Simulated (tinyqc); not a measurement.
Worked calculation: quasiparticle equation with a plasmon-pole self-energy for two band edges. Values are carried at full precision from step to step, so a last printed digit may differ when a step is redone from the rounded ones.

For each edge E = e + X + Sc(E), with the correlation part Sc(E) = A[0]/(E - a + w) + A[1]/(E - b - w); a and b are the valence and conduction energies that enter the Green function (a = ev, b = ec in the one-shot scheme). Z = 1/(1 - dSc/dE), dSc/dE = -A[0]/(E - a + w)^2 - A[1]/(E - b - w)^2.

Inputs chosen for the exercise (scales of the order of those of Ge; the results hold for these values, not for the real material):
- ev = 0 eV (mean-field valence top)
- ec = 0.1 eV (mean-field conduction edge)
- w = 15 eV (pole energy)
- Av = (33.1, 17.8) eV^2 (weights of the valence state on the hole and electron poles)
- Ac = (19.3, 32.6) eV^2 (the same for the conduction state)
- Xv = -1.53 eV (exchange minus the mean-field potential, valence)
- Xc = 1.17 eV (the same, conduction)

## Linearised one-shot correction

Evaluate Sc and its slope at the mean-field energy; E = e + Z (X + Sc).

Terms:
```
edge        Sc (eV)   dSc/dE       Z  X + Sc (eV)   E (eV)
valence      1.0279  -0.2252  0.8162      -0.5021  -0.4099
conduction  -0.8952  -0.2295  0.8133       0.2748   0.3235
```

gap = 0.7334 eV
gap with Z = 1 = 0.8770 eV

The gap opens by 0.633 eV, 65 % of it by lowering the valence top. Setting Z = 1 would overshoot by 0.144 eV. X and Sc have opposite signs and are each larger than the sum they leave, so both must be converged well.

## Solving the equation for the conduction edge

Newton steps on f(E) = E - ec - Xc - Sc(E) from E = ec; the first step is the linearised result.

Iterates:
```
step   E (eV)   Sc (eV)     f (eV)
0     0.10000  -0.89519  -0.274812
1     0.32351  -0.94670   0.000214
2     0.32334  -0.94666   0.000000
3     0.32334  -0.94666   0.000000
```

The linearisation errs by +0.2 meV, as the shift is only 0.015 of the pole energy.

## All solutions for the valence state

Multiplying out gives a cubic; give its three roots and their weights Z.

roots (eV): -17.191  -0.409  16.170

weights: 0.1264  0.8134  0.0603

The weights add up to 1. The satellite below lies 16.78 eV from the main peak, 12 % more than w: this scheme places plasmon satellites too far out, and gives one where a cumulant form gives a series.

## Updating the energies in the Green function

Solve both equations exactly, put the results in place of a and b, and repeat five times; w is kept.

Cycles (eV):
```
cycle       Ev      Ec     gap
1      -0.4092  0.3233  0.7325
2      -0.4466  0.3234  0.7700
3      -0.4511  0.3210  0.7721
4      -0.4518  0.3205  0.7722
5      -0.4519  0.3204  0.7722
```

The update moves the gap by +40 meV from the one-shot value; each cycle shrinks the change to about 0.06 of the one before.

## Checks

- Sum of the weights of the three roots: both 1.000000.
- Newton result against the root by bisection (eV): both 0.32334.

tinyqc: `OMP_NUM_THREADS=1 python tinyqc.py 1851086 1851087 out.jsonl`; about 0.02 s, one thread, shared Intel(R) Xeon(R) Processor @ 2.30GHz.
